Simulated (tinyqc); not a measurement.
Coupled-perturbed Hartree-Fock on RHF in the sto-6g basis, for H6, spin multiplicity 1, step by step. One step of it, computed by the program tinyqc.

Problem. Iteration 7 (converged): orbitals. Diagonalise F' = X^T F X, C = X C', fill 3 alpha and 3 beta electrons from the bottom; D = 2 C_occ C_occ^T. Each column has its largest component positive (the first on a tie).

converged F (hartree), order 1H 1s, 2H 1s, 3H 1s, 4H 1s, 5H 1s, 6H 1s:
$$\begin{pmatrix}
-0.278514 & -0.511477 & -0.166155 & -0.015844 & -0.000885 & -0.008003 \\
-0.511477 & -0.375593 & -0.400628 & -0.165738 & -0.029018 & -0.000898 \\
-0.166155 & -0.400628 & -0.383181 & -0.520980 & -0.165461 & -0.015894 \\
-0.015844 & -0.165738 & -0.520980 & -0.382904 & -0.400113 & -0.166127 \\
-0.000885 & -0.029018 & -0.165461 & -0.400113 & -0.375703 & -0.511953 \\
-0.008003 & -0.000898 & -0.015894 & -0.166127 & -0.511953 & -0.278940
\end{pmatrix}$$

X, order 1H 1s, 2H 1s, 3H 1s, 4H 1s, 5H 1s, 6H 1s:
$$\begin{pmatrix}
0.441597 & -0.666899 & 0.636602 & 0.496499 & -0.365324 & 0.185660 \\
-0.843726 & 0.892732 & -0.384159 & 0.193568 & -0.391061 & 0.284255 \\
1.110940 & -0.374793 & -0.543711 & -0.423556 & -0.151918 & 0.347127 \\
-1.110197 & -0.373341 & 0.544850 & -0.423990 & 0.151456 & 0.347043 \\
0.843354 & 0.893859 & 0.382605 & 0.193284 & 0.391368 & 0.284133 \\
-0.442149 & -0.668943 & -0.635542 & 0.495552 & 0.365864 & 0.185751
\end{pmatrix}$$

Give: F' = X^T F X; orbital energies; coefficients C; D after iteration 7.

Solution.

F' = X^T F X (hartree):
$$\begin{pmatrix}
1.0876 & 0.0000 & 0.0224 & 0.0001 & -0.0402 & -0.0001 \\
0.0000 & 0.6433 & -0.0001 & -0.0834 & 0.0000 & 0.0040 \\
0.0224 & -0.0001 & 0.2712 & 0.0002 & -0.0024 & 0.0001 \\
0.0001 & -0.0834 & 0.0002 & -0.3542 & -0.0001 & 0.0136 \\
-0.0402 & 0.0000 & -0.0024 & -0.0001 & -0.5534 & 0.0000 \\
-0.0001 & 0.0040 & 0.0001 & 0.0136 & 0.0000 & -0.6814
\end{pmatrix}$$

orbital energies (hartree): MO1 -0.6820, MO2 -0.5544, MO3 -0.3605, MO4 0.2706, MO5 0.6502, MO6 1.0892

coefficients C, order 1H 1s, 2H 1s, 3H 1s, 4H 1s, 5H 1s, 6H 1s:
$$\begin{pmatrix}
0.1680 & -0.3529 & 0.4473 & 0.6247 & -0.7054 & 0.4677 \\
0.2706 & -0.4122 & 0.2790 & -0.3599 & 0.8744 & -0.8441 \\
0.3672 & -0.1261 & -0.4376 & -0.5740 & -0.3377 & 1.0989 \\
0.3669 & 0.1253 & -0.4381 & 0.5748 & -0.3363 & -1.0983 \\
0.2705 & 0.4128 & 0.2781 & 0.3589 & 0.8753 & 0.8438 \\
0.1682 & 0.3537 & 0.4463 & -0.6237 & -0.7071 & -0.4682
\end{pmatrix}$$

D after iteration 7, order 1H 1s, 2H 1s, 3H 1s, 4H 1s, 5H 1s, 6H 1s:
$$\begin{pmatrix}
0.7056 & 0.6314 & -0.1790 & -0.3570 & 0.0483 & 0.2061 \\
0.6314 & 0.6420 & 0.0585 & -0.1492 & -0.0388 & 0.0484 \\
-0.1790 & 0.0585 & 0.6844 & 0.6212 & -0.1489 & -0.3563 \\
-0.3570 & -0.1492 & 0.6212 & 0.6845 & 0.0583 & -0.1789 \\
0.0483 & -0.0388 & -0.1489 & 0.0583 & 0.6419 & 0.6313 \\
0.2061 & 0.0484 & -0.3563 & -0.1789 & 0.6313 & 0.7052
\end{pmatrix}$$
